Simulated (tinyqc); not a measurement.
## Inductance and parasitic capacitance from two readings

Question. A loss-free coil L in parallel with C shows the apparent inductance L/(1 - w^2 L C), w = 2 pi f. Find L, C and the self-resonance 1/(2 pi sqrt(L C)).

apparent inductance at 6.2 and 15 GHz (nH): [2.2151417, 4.6348783]

Solution. The inverse of the reading is 1/L - w^2 C, a straight line in w^2.

L = 2.000 nH
C = 32.00 fF
self-resonance = 19.89 GHz

Program tinyqc, `OMP_NUM_THREADS=1 python tinyqc.py 2302087 2302088 out.jsonl`; Intel Xeon 2.30GHz, shared host, one thread, about 0.01 s.
